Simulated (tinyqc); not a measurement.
Inside a calculation. Method: MP2 on RHF in the sto-3g basis, for H2, spin multiplicity 1. One step of it, computed by the program tinyqc.

Task: Iteration 3 (converged): orbitals. Diagonalise F' = X^T F X, C = X C', fill 1 alpha and 1 beta electrons from the bottom; D = 2 C_occ C_occ^T. Each column has its largest component positive (the first on a tie).

converged F (hartree):
```
           1H 1s      2H 1s
1H 1s  -0.264921  -0.497645
2H 1s  -0.497645  -0.264921
```

X:
```
           1H 1s      2H 1s
1H 1s   1.130486  -0.320761
2H 1s  -0.320761   1.130486
```

Give: F' = X^T F X; orbital energies; coefficients C; D after iteration 3.

Result:

F' = X^T F X (hartree):
```
        1       2
1  -0.005  -0.495
2  -0.495  -0.005
```

orbital energies (hartree): MO1 -0.500, MO2 0.490

coefficients C:
```
         MO1     MO2
1H 1s  0.573   1.026
2H 1s  0.573  -1.026
```

D after iteration 3:
```
       1H 1s  2H 1s
1H 1s  0.656  0.656
2H 1s  0.656  0.656
```
